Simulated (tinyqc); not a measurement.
The three schemes as the step is halved: finite-difference solution of the diffusion equation on a small grid. Computed by tinyqc, a small Python program. Command: `OMP_NUM_THREADS=1 python tinyqc.py 3024679 3024680 out.jsonl fdiff walk`. One thread of a shared host (Intel(R) Xeon(R) Processor @ 2.30GHz), about 0.01 s of CPU time with the checks.

dC/dt = D d2C/dx2 on nodes x_j = j dx, j = 0..7; the far end is sealed.

Inputs (values chosen for the exercise):

| quantity | value | unit |
|---|---|---|
| diffusivity D | 0.12 | nm^2/s |
| grid spacing dx | 50 | nm |
| time step dt | 8000 | s |
| final time t_f | 80000 | s |

Boundary at x = 0: sealed surface. Scheme: explicit.

start values C_j, j = 0, 1, ... (% of a reference): 1.74  25.9  75.8  100  72  34.8  3.24  0

Method:
- The operator M acts as (M C)_j = C_(j-1) - 2 C_j + C_(j+1); at the sealed far end a mirror node gives 2 C_(N-2) - 2 C_(N-1); at j = 0, a mirror node gives 2 C_1 - 2 C_0.
- r = D dt/dx^2.
- The mode of M with eigenvalue mu has its amplitude multiplied per step by g = (1 + (1 - theta) r mu)/(1 - theta r mu), with theta = 0 explicit, 1 implicit, 1/2 Crank-Nicolson; the explicit scheme is stable for r up to 2/|mu_min|.
- With r = D dt/dx^2: (1 - theta r M) C(new) = (1 + (1 - theta) r M) C(old); theta = 0 explicit, 1 implicit, 1/2 Crank-Nicolson.
- Each run reaches t_f in n equal steps; errors are the largest difference from exp(M D t_f/dx^2) C(0). A dash marks unstable explicit runs.

largest stable r of the explicit scheme = 0.5

Largest error at t_f (%):

| steps n | r | explicit | implicit | Crank-Nicolson |
|---|---|---|---|---|
| 4 | 0.960 | - | 2.8005 | 3.3878e-01 |
| 8 | 0.480 | 2.4722 | 1.4601 | 8.5567e-02 |
| 16 | 0.240 | 0.7590 | 0.7432 | 2.1437e-02 |
| 32 | 0.120 | 0.3786 | 0.3744 | 5.3617e-03 |
| 64 | 0.060 | 0.1889 | 0.1879 | 1.3406e-03 |
| 128 | 0.030 | 0.0943 | 0.0941 | 3.3516e-04 |
| 256 | 0.015 | 0.0471 | 0.0471 | 8.3789e-05 |

What follows from these numbers?

From the last two rows, halving the step divides the error by 2.00 (explicit), 2.00 (implicit), 4.00 (Crank-Nicolson): a factor 2 marks first order in dt and 4 second order. The explicit scheme needs n of at least 8 to be stable; the other two are stable at any step.

Extremes, crossings and ranges named in words are read from the listed rows.
